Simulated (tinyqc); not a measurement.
# Segment and feed resistance from two drops

Question. A rail is fed at one end through Rq; K loads of Ij follow, each after a segment Rs. The drop at load j is K Ij Rq + Rs Ij sum_(l=1..j) (K - l + 1). Find Rs, Rq and the worst drop, at the middle, if the rail were fed through Rq at both ends: K Ij Rq/2 + Rs Ij K^2/8 with the load taken as continuous.

Values chosen for this exercise: number of equal loads K = 27; current of each load Ij = 1.1 mA.

drops at the first and at the last load (mV): [4.6926000, 30.561300]

Answer. The difference of the two drops is Rs Ij K (K - 1)/2, which gives Rs; the first drop then gives Rq.

Rs = 0.0670 ohm
Rq = 0.0910 ohm
drop at the middle with two feeds = 8.07 mV

Computed by the program tinyqc: `OMP_NUM_THREADS=1 python tinyqc.py 2770141 2770142 out.jsonl`, one thread of a shared Intel Xeon 2.30GHz, about 0.1 s for the whole run.
